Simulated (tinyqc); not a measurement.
What each parameter does: ellipsoidal valleys in the axes of a wafer and a channel.

Valleys with axes a along x, y and z, two valleys each; inverse mass tensor w = 1/mt + (1/ml - 1/mt) a a. Device axes: z = nz/|nz|, x = nx/|nx|, y = z cross x; in them a = (ax, ay, az). Confinement mass mz = 1/w_zz. In the plane w_ij is replaced by u_ij = w_ij - w_iz w_jz/w_zz (i, j = x, y); density-of-states mass md = 1/sqrt(det u); conductivity mass along x mc = 1/u_xx; ballistic transport mass mx = u_yy/det u, width mass my = 1/u_yy.

Hard walls: E_n = c (n pi/t)^2/mz, c = hbar^2/2m0, n = 1, 2, 3. Non-degenerate share of a valley proportional to md sum_n exp(-E_n/kT); mean 1/mc = sum of share/mc. 1 nm = 10 angstrom.

Constants: hbar^2/2m0 = 3.80998211 eV angstrom^2; kB = 8.617333262e-05 eV/K.

Inputs chosen for the exercise (near those of the Delta valleys of Si; not measured data): ml = 0.917 m0 (longitudinal mass); mt = 0.193 m0 (transverse mass); nz = (0, 0, 1) (surface normal (confinement)); nx = (1, 1, 0) (channel direction); t = 7 nm (thickness of the film); T = 400 K (temperature).

Lowest E1, its share and the mean conductivity mass.

Results for these values:
```
case  lowest E1 (meV)   share  mean mc (m0)
base             8.37  0.4734        0.2436
```

What happens to each result for T = 360 K, all else kept?

Answer: lowest E1 does not change at the printed digits; share rises from 0.4734 to 0.4909; mean mc falls from 0.2436 to 0.2415.

The same for each parameter in turn:
```
case           lowest E1 (meV)   share  mean mc (m0)
base                      8.37  0.4734        0.2436
ml = 1.009 m0             7.61  0.4762        0.2449
mt = 0.174 m0             8.37  0.4943        0.2188
t = 6.3 nm               10.33  0.5105        0.2392
T = 360 K                 8.37  0.4909        0.2415
```

Program tinyqc; command `OMP_NUM_THREADS=1 python tinyqc.py 1880689 1880690 out.jsonl`; about 0.01 s on one thread of a shared Intel(R) Xeon(R) Processor @ 2.30GHz.
